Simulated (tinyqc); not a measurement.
Inside a calculation. Model: Joule-heated wire on a substrate, fin equation.

tinyqc, about 0.01 s, one thread, Intel Xeon 2.30GHz (shared host): `OMP_NUM_THREADS=1 python tinyqc.py 2520107 2520108 out.jsonl` Printed values are rounded.

A wire of length L loses heat along itself to two contacts and sideways to the substrate: kap A theta'' - g theta + p = 0 with theta = T - T0 and p = p0. The ends are held at T0. Constant conductivity, diffusive heat flow.

Inputs (values chosen for the exercise):
```
symbol  value     unit                                  meaning
T0        300        K    temperature of substrate and contacts
kap       130  W/(m K)              conductivity along the wire
A         430     nm^2                            cross-section
g        0.15  W/(m K)  conductance per length to the substrate
L        4800       nm              length between the contacts
Rc          0     K/uW       thermal resistance of each contact
p0      0.036    uW/nm                       heating per length
```

## Healing length

LH = sqrt(kap A/g); far from the contacts uniform heating p0 would give theta = p0/g.

LH = 610.464 nm
L/LH = 7.86287
p0/g = 240 K

## The tridiagonal system

Nodes x_i = i h, h = L/10; box widths w_i = h (h/2 at the ends); c = kap A/h; equation of node i: -c theta_(i-1) + d_i theta_i - c theta_(i+1) = b_i with d_i = 2 c + g w_i, b_i = p(x_i) w_i; theta = 0 at the end nodes.

c = 0.116458 uW/K
d, node 1 to 9 (uW/K): [0.304917, 0.304917, 0.304917, 0.304917, 0.304917, 0.304917, 0.304917, 0.304917, 0.304917]
b, node 1 to 9 (uW): [17.28, 17.28, 17.28, 17.28, 17.28, 17.28, 17.28, 17.28, 17.28]

## Temperature rise

Solve -c theta_(i-1) + d_i theta_i - c theta_(i+1) = b_i for nodes 1 to 9, with theta = 0 at nodes 0 and 10.

theta, node 0 to 10 (K): [0.000, 128.390, 187.779, 214.881, 226.454, 229.653, 226.454, 214.881, 187.779, 128.390, 0.000]

The hottest node is 5, at 229.7 K above T0; a mesh of 800 steps gives a peak of 230.6 K, so the coarse value is 0.41 % below it. On the fine mesh 74.6 % of the heat leaves through the substrate and the rest through the contacts.

## Closed form at the middle

theta(L/2) = (p0/g)[1 - 1/(cosh(L/(2 LH)) + Rc g LH sinh(L/(2 LH)))], LH = sqrt(kap A/g).

theta(L/2) = 230.588 K
